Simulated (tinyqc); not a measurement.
Effective mass of the conduction band from tabulated energies: one step. The non-parabolic form. Four cases, with inputs chosen for the exercise.

Task: E (1 + alpha E) = c k^2/m means that y = c k^2/E is a straight line in E with intercept m and slope m alpha. Fit the line by unweighted least squares over points 1 to 8, E in eV.

c = hbar^2/2m0.
Constants: hbar^2/2m0 = 3.80998211 eV angstrom^2.

Case 1.

Energies along [100], from the band edge:
```
k (1/angstrom)    E (meV)
0.0000000        0.000000
0.0040000        1.592900
0.0080000        6.337000
0.0120000       14.132500
0.0160000       24.824400
0.0200000       38.216700
0.0240000       54.088500
0.0280000       72.208500
0.0320000       92.346600
```

reference mass (curvature of the model at k = 0.0001 1/angstrom) = 0.0382000 m0

Case 2.

Energies along [111], from the band edge:
```
k (1/angstrom)     E (meV)
0.0000000         0.000000
0.0059000         3.529500
0.0118000        13.925200
0.0177000        30.653000
0.0236000        52.948800
0.0295000        79.949300
0.0354000       110.798600
0.0413000       144.716300
0.0472000       181.027200
```

reference mass (curvature of the model at k = 0.0001 1/angstrom) = 0.0374001 m0

Case 3.

Energies along [111], from the band edge:
```
k (1/angstrom)     E (meV)
0.0000000         0.000000
0.0066000         2.491200
0.0132000         9.911000
0.0198000        22.104000
0.0264000        38.827000
0.0330000        59.769800
0.0396000        84.578700
0.0462000       112.878300
0.0528000       144.290900
```

reference mass (curvature of the model at k = 0.0001 1/angstrom) = 0.0665000 m0

Case 4.

Energies along [100], from the band edge:
```
k (1/angstrom)     E (meV)
0.0000000         0.000000
0.0038000         2.080400
0.0076000         8.189600
0.0114000        17.967600
0.0152000        30.914100
0.0190000        46.483700
0.0228000        64.156800
0.0266000        83.477600
0.0304000       104.064900
```

reference mass (curvature of the model at k = 0.0001 1/angstrom) = 0.0263001 m0

Give: y; m; alpha.

Result:

Case 1.

y (m0): 0.03827  0.03848  0.03882  0.03929  0.03988  0.04057  0.04137  0.04225

m = 0.03820 m0
alpha = 1.147 1/eV

The intercept errs by 0.00 %. The model has Eg = 0.812 eV, and for two bands alpha is near 1/Eg = 1.23 1/eV.

Case 2.

y (m0): 0.03758  0.03810  0.03894  0.04008  0.04147  0.04309  0.04491  0.04689

m = 0.03734 m0
alpha = 1.403 1/eV

The intercept errs by -0.16 %. The model has Eg = 0.884 eV, and for two bands alpha is near 1/Eg = 1.13 1/eV.

Case 3.

y (m0): 0.06662  0.06698  0.06757  0.06839  0.06942  0.07064  0.07204  0.07361

m = 0.06648 m0
alpha = 0.741 1/eV

The intercept errs by -0.02 %. The model has Eg = 1.541 eV, and for two bands alpha is near 1/Eg = 0.65 1/eV.

Case 4.

y (m0): 0.02644  0.02687  0.02756  0.02847  0.02959  0.03087  0.03229  0.03383

m = 0.02626 m0
alpha = 2.755 1/eV

The intercept errs by -0.15 %. The model has Eg = 0.413 eV, and for two bands alpha is near 1/Eg = 2.42 1/eV.

Computed by tinyqc, one run a case: `OMP_NUM_THREADS=1 python tinyqc.py N N+1 out.jsonl` with N = 1880114, 1880492, 1880595, 1880621; one thread of a shared Intel(R) Xeon(R) Processor @ 2.30GHz, about 0.01 s a run at most.
